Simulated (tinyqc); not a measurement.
Which pair of peaks is best: composition and strain of an epitaxial Si(1-x)Ge(x) layer from Raman and X-ray peaks. Computed by tinyqc, a small Python program. Command: `OMP_NUM_THREADS=1 python tinyqc.py 3031640 3031641 out.jsonl epiraman walk`. One thread of a shared host (Intel(R) Xeon(R) Processor @ 2.30GHz), about 0.01 s of CPU time with the checks.

A (001) layer, biaxially strained in the plane. The Raman peaks follow empirical lines omega = w0 + c1 x + c3 x^3 + b eps (c3 for Si-Ge alone), with eps the in-plane strain.

Inputs (values chosen for the exercise, modelled on silicon-germanium):
```
quantity                     value  unit
Ge fraction x                  0.6     -
Si-Si: c1                    -64.6  1/cm
Si-Si: strain coefficient b   -710  1/cm
Si-Ge: c1                     24.6  1/cm
Si-Ge: c3                    -31.6  1/cm
Si-Ge: strain coefficient b   -585  1/cm
Ge-Ge: c1                     19.7  1/cm
Ge-Ge: strain coefficient b   -468  1/cm
uncertainty of a Raman peak    0.1  1/cm
```

Substrate: germanium.

Method. For each pair invert J = [d omega/dx, d omega/d eps] at the true x. Independent errors of the given size in both peaks give sigma_x and sigma_eps = uncertainty x (norm of the rows of the inverse of J).

Error propagation:
```
pair                det J    sigma_x  sigma_eps (per mille)
Si-Si and Si-Ge  31.02612  0.0029651                0.21046
Si-Si and Ge-Ge   44.2198  0.0019230                0.15273
Si-Ge and Ge-Ge    15.984  0.0046871                0.13691
```

What follows from these numbers?

The pair Si-Si and Ge-Ge fixes x best (sigma_x = 0.0019) and Si-Ge and Ge-Ge worst (0.0047), a factor 2.4. Strain moves all peaks the same way, so a good pair needs different ratios of composition slope to strain coefficient, best of opposite sign; the slopes here are -64.6, -9.5 and 19.7 per cm for Si-Si, Si-Ge and Ge-Ge. Errors in the coefficients themselves are not counted.

Extremes, crossings and ranges named in words are read from the listed rows.
